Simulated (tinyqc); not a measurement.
Leaving out one process at a time: Debye-Callaway model of lattice thermal conductivity. Computed by tinyqc, a small Python program. Command: `OMP_NUM_THREADS=1 python tinyqc.py 3029886 3029887 out.jsonl callaway walk`. One thread of a shared host (Intel(R) Xeon(R) Processor @ 2.30GHz), about 0.01 s of CPU time with the checks.

Three acoustic branches with one velocity v, cut at omega_D = k_B Theta/hbar; x = hbar omega/(k_B T). v and Theta are separate inputs: Theta cuts off the heat-carrying modes, so C need not reach 3 k_B/V. gamma is an effective value that sets the umklapp rate. Heat flows along the wire.

Inputs (values chosen for the exercise, modelled on magnesium oxide):
```
quantity                                value        unit
sound velocity v                         6730         m/s
Debye temperature Theta                   742           K
volume per atom V                        9.34  angstrom^3
mean atomic mass M                      20.15           u
effective Grueneisen parameter gamma     3.68           -
umklapp exponent divisor b                  3           -
mass variance Gamma                   0.00054           -
wire diameter D                          0.63  micrometre
specularity p                             0.2           -
temperature T                             600           K
```

Sample: wire. Point defects: isotopes. Normal processes: left out.

Constants: k_B = 1.380649e-23 J/K; hbar = 1.054571817e-34 J s; u = 1.6605390666e-27 kg.

Method:
- Gamma is given directly by the isotope mixture. A = V Gamma/(4 pi v^3).
- Rates: point defects A omega^4; umklapp B omega^2 T exp(-Theta/(b T)) with B = hbar gamma^2/(M v^2 Theta). Boundaries: v/Lambda_B with Lambda_B = D (1 + p)/(1 - p).
- kappa_1 = c int tau_C g dx, g = x^4 e^x/(e^x - 1)^2, c = (k_B/(2 pi^2 v)) (k_B T/hbar)^3, over 0 < x < min(Theta/T, 40), by 96 Gauss-Legendre points in s with x = x_max s^2; tau_C = tau_R, the inverse of the summed rates, and kappa = kappa_1.

Rayleigh coefficient A = 1.31670e-45 s^3

Conductivity at T:
```
case                   kappa (W/(m K))  ratio to all
all processes                   17.865             1
without point defects           18.014        1.0083
without boundaries              19.046        1.0661
without umklapp                 968.43        54.209
```

What follows from these numbers?

Removing umklapp raises kappa most, by a factor 54.2; removing point defects gives only 1.01.
